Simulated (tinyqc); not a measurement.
Doping: the thermoelectric optimum: Boltzmann transport in a parabolic band with a power-law relaxation time.

F_j(eta) = (1/Gamma(j + 1)) integral_0^infinity x^j dx/(1 + exp(x - eta)), which tends to exp(eta) for eta << 0.

n = N F_1/2(eta) with N = 2 (m kB T/(4 pi c))^(3/2) with c = hbar^2/2m0, in 1/angstrom^3; times 1e24 for 1/cm^3, m = md.

tau = tau0 x^r with x = E/kT. With K_j = Gamma(j + 1) F_j(eta): <tau> = tau0 (r + 3/2) K_(r+1/2)/((3/2) K_(1/2)); mu = <tau>/(mc m0/e), m0/e = 5.685630e-12 kg/C; Hall factor rH = (3/2) K_(1/2) (2r + 3/2) K_(2r+1/2)/((r + 3/2) K_(r+1/2))^2; Seebeck S = -(kB/e) [(r + 5/2) K_(r+3/2)/((r + 3/2) K_(r+1/2)) - eta]; Lorenz number L = (kB/e)^2 [(r + 7/2) K_(r+5/2)/((r + 3/2) K_(r+1/2)) - ((r + 5/2) K_(r+3/2)/((r + 3/2) K_(r+1/2)))^2]; kB/e in V/K. Valley anisotropy is left out of rH.

Constants: hbar^2/2m0 = 3.80998211 eV angstrom^2; kB = 8.617333262e-05 eV/K.

Inputs chosen for the exercise (masses near those of InP; tau0 is set for a mobility of the usual size at this n, kL is a free input; freeze-out and phonon drag, which matter near 77 K, are left out; shifted at random, so the results belong to these values and not to a real crystal): md = 0.081 m0 (density-of-states mass); mc = 0.0809 m0 (conductivity mass); tau0 = 470 fs (tau at E = kT); r = 0 (exponent of tau); T = 77 K; kL = 1.1 W/(m K) (lattice thermal conductivity).

tau0 is held fixed. sigma = e n mu with e = 1.602176634e-19 C; ZT = S^2 sigma T/(kL + L sigma T).

Results:
```
n (1/cm^3)    eta  mu (cm^2/(V s))  sigma (S/cm)     rH  S (microvolt/K)  L (1e-8)  S^2 sigma (mW/(m K^2))      ZT
8.0e+14     -4.54         1.02e+04          1.31  1.000             -607     1.857                  0.0483  0.0034
2.0e+15     -3.62         1.02e+04          3.27  1.000             -528     1.859                  0.0914  0.0064
8.0e+15     -2.20         1.02e+04          13.1  1.000             -409     1.865                   0.219   0.015
2.0e+16     -1.23         1.02e+04          32.7  1.000             -332     1.878                   0.360   0.025
5.0e+16     -0.18         1.02e+04          81.9  1.000             -256     1.908                   0.535   0.037
9.0e+16      0.60         1.02e+04           147  1.000             -209     1.945                   0.642   0.044
2.0e+17      1.89         1.02e+04           327  1.000             -150     2.030                   0.733   0.049
4.0e+17      3.43         1.02e+04           655  1.000             -105     2.139                   0.726   0.046
8.0e+17      5.70         1.02e+04      1.31e+03  1.000              -70     2.261                   0.646   0.037
2.0e+18     10.69         1.02e+04      3.27e+03  1.000              -39     2.375                   0.501   0.023
```

How do the results move, and what explains it?

|S| falls by 198 microvolt/K from the first to the third row (198 a decade in the non-degenerate range; holes, which count near the intrinsic density, and non-parabolicity are left out). The power factor peaks at 2e+17 1/cm^3 of those listed (eta = 1.89, S = -150); ZT is largest at 2e+17 1/cm^3 (eta = 1.89). With a constant tau, mu does not depend on n and rH is 1. A real tau0 would fall with doping.

Run: tinyqc, `OMP_NUM_THREADS=1 python tinyqc.py 1651223 1651224 out.jsonl`; Intel(R) Xeon(R) Processor @ 2.30GHz, one thread, shared host; about 0.02 s of CPU time with all checks.
